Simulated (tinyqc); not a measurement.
Hydrogenic impurity: series, fields, screening, photoionisation and donor-acceptor pairs: one step, computed by the program tinyqc.

One isotropic, parabolic band. Effective units: Ry* and a*, in which H = -nabla^2 - 2/r.

Task: Overlap of donors. Wigner-Seitz radius r_s = (3/(4 pi N))^(1/3); Mott criterion N_c^(1/3) a* = 0.26; overlap of two 1s orbitals at distance d: S = exp(-x)(1 + x + x^2/3), x = d/a*, with d = N^(-1/3).

Inputs (values chosen for the exercise, modelled on CdS): donor density N = 6.5e+16 cm^-3.

Parts treated: electric field and pairs.

a* = 23.95923 angstrom

Give: r_s; Mott density; N over the Mott density; overlap S.

Result:

r_s = 154.3 angstrom

Mott density = 1.278e+18 cm^-3

N over the Mott density = 0.05086

overlap S = 0.001468

The sample is on the insulating side, with isolated donors.
